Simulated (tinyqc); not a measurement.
# Scattering mobility, thermal velocity and mass from two apparent mobilities

Problem. 1/mu_app = 1/mu_0 + 1/mu_B with the ballistic mobility mu_B = vT L/(2 Vt) and vT = sqrt(2 kB T/(pi m)) (non-degenerate carriers); the mean free path is 2 Vt mu_0/vT. Find mu_0, vT, m and the mean free path.

Values chosen for this exercise:
- T = 250 K (temperature)

Constants: q = 1.602176634e-19 C, kB = 1.380649e-23 J/K, m0 = 9.1093837015e-31 kg, Vt = kB T/q. Results are converted to the units shown.

apparent mobility at L = 25 and 400 nm (cm^2/(V s)): [197.36338, 254.94309]

Answer. 1/mu_app is linear in 1/L: the slope is 2 Vt/vT and the intercept 1/mu_0.

mu_0 = 260.0 cm^2/(V s)
vT = 1.412e7 cm/s
m = 0.1210 m0
mean free path = 7.934 nm

tinyqc, about 0.01 s, one thread, Intel Xeon 2.30GHz (shared host): `OMP_NUM_THREADS=1 python tinyqc.py 2380164 2380165 out.jsonl`
